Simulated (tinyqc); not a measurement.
Worked calculation: Raman shift of the zone-centre optical phonon of a diamond-structure crystal under stress. Computed by tinyqc, a small Python program that keeps every step. Command: `OMP_NUM_THREADS=1 python tinyqc.py 3018333 3018334 out.jsonl ramanstress walk`. One thread of a shared host (Intel(R) Xeon(R) Processor @ 2.30GHz), about 0.01 s of CPU time with the checks. Intermediate numbers are printed to about 6 digits and carried at full precision; extremes and crossings named in words are read from the listed rows.

Axes x, y, z are the cube axes. Strain shifts the threefold optical mode and can split it; p, q and r are the phonon deformation potentials.

Inputs (values chosen for the exercise, modelled on diamond): unstrained frequency omega_0 = 1331 1/cm; p/omega_0^2 = -2.69; q/omega_0^2 = -1.82; r/omega_0^2 = -1.93; C11 = 1071 GPa; C12 = 124.4 GPa; C44 = 581.6 GPa; stress sigma (tension positive) = 0.92 GPa; polarisation angle phi = 10 degree; temperature coefficient d omega/dT = -0.011 1/(cm K); local temperature T = 400 K; laser wavelength = 532 nm.

Stress state: uniaxial. Axis: [100].

Constants: h = 6.62607015e-34 J s; c = 299792458 m/s; k_B = 1.380649e-23 J/K.

## Compliances

S11 = (C11 + C12)/D, S12 = -C12/D, D = (C11 - C12)(C11 + 2 C12), S44 = 1/C44.

S11 = 0.956838 1/TPa

S12 = -0.0995740 1/TPa

S44 = 1.71939 1/TPa

## Stress and strain tensors

Uniaxial stress along the unit vector n of the axis: sigma_ij = sigma n_i n_j. eps_xx = S11 sigma_xx + S12 (sigma_yy + sigma_zz), and cyclic; eps_xy = S44 sigma_xy/2 (tensor strain).

stress (GPa), rows x, y, z:
$$\begin{pmatrix}
0.92 & 0.00 & 0.00 \\
0.00 & 0.00 & 0.00 \\
0.00 & 0.00 & 0.00
\end{pmatrix}$$

strain (per mille), rows x, y, z:
$$\begin{pmatrix}
0.880291 & 0.000000 & 0.000000 \\
0.000000 & -0.091608 & 0.000000 \\
0.000000 & 0.000000 & -0.091608
\end{pmatrix}$$

volume strain = 0.697075 per mille

## Secular matrix and shifts

Secular matrix: M_xx = p eps_xx + q (eps_yy + eps_zz), M_xy = 2 r eps_xy; its eigenvalues are omega^2 - omega_0^2, and the shifts are these over 2 omega_0.

M/(2 omega_0) (1/cm), rows x, y, z:
$$\begin{pmatrix}
-1.35398 & 0.00000 & 0.00000 \\
0.00000 & -0.79126 & 0.00000 \\
0.00000 & 0.00000 & -0.79126
\end{pmatrix}$$

shifts, in rising order (1/cm): [-1.35398, -0.79126, -0.79126]

The triplet splits into a singlet and a doublet. Tension softens every mode.

## Mean shift and Grueneisen parameter

gamma = -(p + 2q)/(6 omega_0^2); the mean of the three shifts is -gamma omega_0 x (volume strain).

mode Grueneisen parameter gamma = 1.055

mean shift = -0.978837 1/cm

## The line seen from a (001) surface

Backscattering from a (001) surface: incident polarisation (cos phi, sin phi, 0). With Raman tensors (R_z)_xy = (R_z)_yx = 1 and cyclic, only the z component u_z of a mode counts: I = u_z^2 sin^2(2 phi) for parallel and u_z^2 cos^2(2 phi) for crossed polarisers. An unresolved line sits at the intensity-weighted shift, which is M_zz/(2 omega_0).

total intensity, parallel = 0.116978

total intensity, crossed = 0.883022

shift of the observed line = -0.791265 1/cm

shift per stress = -0.860071 1/(cm GPa)

stress per shift = -1162.70 MPa cm

The z-polarised mode is an eigenmode here, so one line is seen.

## The same stress in different states

Uniaxial: sigma n n^T; biaxial: sigma (1 - n n^T); hydrostatic: sigma 1. The line seen from (001) is taken as unresolved, at the intensity-weighted shift M_zz/(2 omega_0).

Shifts (1/cm):
```
state                    lowest    middle   highest  line seen from (001)
uniaxial [100]         -1.35398  -0.79126  -0.79126              -0.79126
uniaxial [110]         -2.08849  -0.79126  -0.05675              -0.79126
uniaxial [001]         -1.35398  -0.79126  -0.79126              -1.35398
uniaxial [111]         -2.33333  -0.30159  -0.30159              -0.97884
biaxial, normal [001]  -2.14525  -2.14525  -1.58253              -1.58253
biaxial, normal [111]  -2.63492  -2.63492  -0.60318              -1.95767
hydrostatic            -2.93651  -2.93651  -2.93651              -2.93651
```

Seen from (001), uniaxial stress along [100] and along [110] give the same shift (-0.791), and equal biaxial stress in the plane gives twice as much (-1.583), since only sigma_xx + sigma_yy and sigma_zz enter M_zz. Stress along [001] gives -1.354. One measured shift therefore fixes the stress only once its state is assumed: read as uniaxial in the plane, a shift implies twice the stress that it does read as biaxial.

## Heating mistaken for stress

A temperature above 300 K shifts the line by (d omega/dT)(T - 300 K); divided by the shift per stress it poses as a stress; the total shift adds it to the shift of the observed line. The anti-Stokes to Stokes ratio is [(omega_L + omega_0)/(omega_L - omega_0)]^3 exp(-h c omega_0/(k_B T)) in photon counts, omega_L = 1/wavelength, resonance effects left out.

thermal shift = -1.1 1/cm

apparent stress from heating = 1.27896 GPa

total shift = -1.89126 1/cm

anti-Stokes/Stokes ratio = 0.0127533

Heating poses as tension, 139 % of the true stress in size; the intensity ratio gives T apart from the shift.

Checks made by the program: mean of the eigenvalues against the trace rule (relative difference below 1e-10); weighted mean of the modes against M_zz (relative difference below 1e-10).
